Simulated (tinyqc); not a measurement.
Off-state leakage of single and stacked transistors: one step of the calculation.

n-channel devices of unit width. Subthreshold current I(Vg, Vs, Vd) = I0 (T/300 K)^0.5 exp[(Vg - Vs - VT(T) - gb (Vs - Vb) + dd (Vd - Vs))/(nf Vt)] (1 - exp(-(Vd - Vs)/Vt)), VT(T) = VT - cT (T - 300 K). Gate-edge tunnelling Ig (Vd/1 V) exp(ag (Vd - 1 V)), for a gate at 0 V, and band-to-band leakage Ab u exp(-Bb/u), u = Vd - Vb + 1 V, flow at a drain held at V; both are taken as independent of T. In a stack of off transistors (all gates at 0 V) the same subthreshold current passes through each.

Question. Leakage of one transistor. Vg = Vs = 0, Vd = V; effective threshold VT(T) - gb Vb - dd V.

Values chosen for this exercise; values of the order met in bulk silicon logic transistors: temperature T = 358 K; supply voltage V = 0.9 V; threshold at 300 K, zero drain and body bias VT = 0.26 V; fall of the threshold with temperature cT = 0.8 mV/K; current at threshold at 300 K I0 = 0.13 uA/um; slope factor nf = 1.21; drain-induced lowering per volt dd = 0.14; rise of the threshold per volt of source-body bias gb = 0.19; gate-edge tunnelling current at 1 V Ig = 7e-5 uA/um; exponential slope of the gate current ag = 5.3 1/V; prefactor of band-to-band leakage at the drain Ab = 80 uA/(um V); its exponential voltage Bb = 26 V; body voltage Vb = -0.6 V.

Constants: q = 1.602176634e-19 C, kB = 1.380649e-23 J/K, Vt = kB T/q. Results are converted to the units shown.

Find: effective threshold; parts; total; shares.

Answer.

effective threshold = 0.20160 V
parts (nA/um): subthreshold 0.64097, gate edge 0.037082, band-to-band 6.0865
total = 6.7645 nA/um
shares (%): subthreshold 9.4754, gate edge 0.54818, band-to-band 89.976

The band-to-band part is the largest.

Program tinyqc, `OMP_NUM_THREADS=1 python tinyqc.py 2242176 2242177 out.jsonl`; Intel Xeon 2.30GHz, shared host, one thread, about 0.03 s.
